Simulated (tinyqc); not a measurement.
Ballistic transport through the one-dimensional subbands of a rectangular nanowire or nanosheet channel: one step, computed by the program tinyqc.

Hard walls, parabolic subbands, transport along x. Energies are counted from the bulk conduction band edge at the top of the barrier, which the gate pulls down by U; the source Fermi level lies at the bulk edge when U = 0.

Task: Conductance, capacitance and scattering. Linear conductance G = (2 e^2/h) sum_i g f(eta_i), g = 2, f = 1/(1 + exp(-eta_i)), with the barrier frozen at the eta_i above; current per perimeter I/(2(a + b)); with scattering, transmission lambda/(lambda + L) and low-bias resistance (1 + L/lambda)/G.

Inputs (values chosen for the exercise, modelled on silicon):
```
quantity                                   value  unit
height a                                     3.8    nm
width b                                      6.5    nm
temperature T                                300     K
mean free path for back-scattering lambda     69    nm
channel length L                              11    nm
```

Valleys: silicon [100] wire.

Occupation:
```
subband      eta_i    n_i (1/nm)  I_i (microampere)
1         2.915921  7.091508e-01       1.453582e+00
2         0.159714  2.408331e-01       7.617975e-01
3        -0.426908  1.610813e-01       5.425744e-01
4        -0.982782  1.042097e-01       3.662217e-01
5        -1.271412  1.782209e-01       2.918302e-01
6        -2.519954  2.609101e-02       9.686353e-02
7        -2.886942  1.833814e-02       6.843757e-02
8        -5.552765  1.315601e-03       4.965764e-03
9        -5.862783  9.655181e-04       3.645211e-03
10       -5.998290  8.433479e-04       3.184227e-03
```

ballistic current I = 3.593102 microampere

Constants: e = 1.602176634e-19 C; h = 6.62607015e-34 J s.

Give: open modes sum g f; ballistic conductance; current per perimeter; transmission; low-bias resistance with scattering.

Result:

open modes sum g f = 5.022

ballistic conductance = 389.1 microsiemens

current per perimeter = 174.4 microampere/micrometre

transmission = 0.8625

low-bias resistance with scattering = 2.980 kiloohm

Even without scattering the wire has h/(2 e^2 M) = 2.57 kiloohm, which sits in the contacts.
